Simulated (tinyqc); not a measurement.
What moves the results: round or elliptic silicon nanowire with anisotropic valleys (Ritz method). A value that a table varies takes the place of the one given here.

Wire along x = [100] on a (001) wafer, y = [010], z = [001]. Valley groups, two valleys each (w = inverse masses): A, axis along z: w_y = 1/mt, w_z = 1/ml, m_x = mt; B, axis along y: w_y = 1/ml, w_z = 1/mt, m_x = mt; C, axis along x: w_y = w_z = 1/mt, m_x = ml.

Hard wall on the ellipse (y/a)^2 + (z/b)^2 = 1, c = hbar^2/2m0. With u = y/a, v = z/b the operator is -c [(w_y/a^2) d2/du2 + (w_z/b^2) d2/dv2] on the unit disc. Basis (1 - u^2 - v^2) u^i v^j; S, X and Y are the disc integrals of f f', (df/du)(df'/du) and (df/dv)(df'/dv), from the integral of u^p v^q = 2 Gamma((p+1)/2) Gamma((q+1)/2)/((p + q + 2) Gamma((p+q+2)/2)) for even p, q; H = c (w_y X/a^2 + w_z Y/b^2).

Converged values use 21 functions of each parity class (e or o in u, then in v).

Constants: hbar^2/2m0 = 3.80998211 eV angstrom^2.

Values chosen for the exercise (near those of a Si nanowire; shifted at random, so the results belong to these values and not to a real crystal): ml = 0.912 m0 (longitudinal mass); mt = 0.194 m0 (transverse mass); a = 27 angstrom (semi-axis along y); b = 27 angstrom (semi-axis along z); asp = (0.4, 0.6, 0.8, 1, 1.3, 1.8, 2.5) (ratios a/b); area = 22.9 nm^2 (cross-section, kept fixed); hw = 1 (height over mean width).

## Size of the basis

Lowest level of each group with 1, 3, 6 and 21 even functions.

Levels (meV):
```
functions,A,B,C
1,98.01,98.01,161.64
3,93.00,93.00,155.82
6,92.91,92.91,155.80
21,92.91,92.91,155.80
```

What does this show?

One function errs by 5.5 % for A, 5.5 % for B and 3.7 % for C, six by 0.0005, 0.0005 and 2.6e-05 meV. The error grows with the axis ratio of the stretched ellipse (2.17, 2.17, 1.00); for a circle it is 6/5.783 - 1 = 3.7 %.

## Flattening the wire at fixed area

a = sqrt(area x ratio/pi), b = a/ratio, 1 nm^2 = 100 angstrom^2; lowest level of each group.

Levels (eV):
```
a/b,a (angstrom),b (angstrom),A,B,C
0.4,17.1,42.7,0.1878,0.0726,0.2207
0.6,20.9,34.9,0.1337,0.0742,0.1753
0.8,24.1,30.2,0.1076,0.0823,0.1595
1.0,27.0,27.0,0.0929,0.0929,0.1558
1.3,30.8,23.7,0.0809,0.1107,0.1609
1.8,36.2,20.1,0.0730,0.1423,0.1818
2.5,42.7,17.1,0.0726,0.1878,0.2207
```

What can be read from the table?

Each group is lowest where its stretched ellipse is a circle, at a/b = sqrt(w_y/w_z): 2.17 for A, 0.46 for B and 1.00 for C. The lowest group is B in the first row and A in the last, A and B crossing at a/b = 1 by symmetry; B - A is -115 meV in the first row and +115 meV in the last.

## Shape of the cross-section

Equal area, hard walls, lowest level of -c (w_y d2/dy2 + w_z d2/dz2), c = hbar^2/2m0. Rectangle W x H with H/W = hw; ellipse with b/a = hw; trapezoid of height H, base W/0.8 and top 0.6 of the base; isosceles triangle of height H and base 2W. Ellipse, trapezoid and triangle by converged Ritz bases; 1 nm^2 = 100 angstrom^2.

Levels:
```
shape,A (eV),B (eV),B - A (meV)
rectangle,0.1026,0.1026,0.0
ellipse,0.0929,0.0929,0.0
trapezoid,0.1011,0.1044,3.3
triangle,0.0913,0.1399,48.6
```

W = 47.9 angstrom
H = 47.9 angstrom

What can be read from the table?

For group A the order is triangle, ellipse, trapezoid, rectangle, spanning 12 %. For group B the order is ellipse, rectangle, trapezoid, triangle, spanning 51 %. The ellipse lies below the rectangle for both groups, since corners hold little of the wave function. The triangle is lowest for A, whose light mass lies across the width and gains from the wide base. The spacing B - A of the valley groups runs from 0 to 49 meV.

## What each parameter does

Lowest level of groups A and B. Each row changes one parameter from the base and keeps the others.

Results:
```
case,A (eV),B (eV),B - A (meV)
base,0.0929,0.0929,0.0
a = 25 angstrom,0.1053,0.0959,-9.4
b = 30 angstrom,0.0894,0.0787,-10.7
ml = 1.021 m0,0.0909,0.0909,0.0
mt = 0.175 m0,0.1010,0.1010,0.0
```

How do the results move?

The largest shifts from the base row, up to three for each result and ties (the steps differ in size, so this ranks the rows, not the parameters). A (eV): a +0.0124, mt +0.0081, b -0.0035. B (eV): b -0.0142, mt +0.0081, a +0.0030. B - A (meV): b -10.7, a -9.4; unchanged at the printed digits by ml and mt.

Run: tinyqc, `OMP_NUM_THREADS=1 python tinyqc.py 1282140 1282141 out.jsonl`; Intel(R) Xeon(R) Processor @ 2.30GHz, one thread, shared host; about 0.03 s of CPU time with all checks.
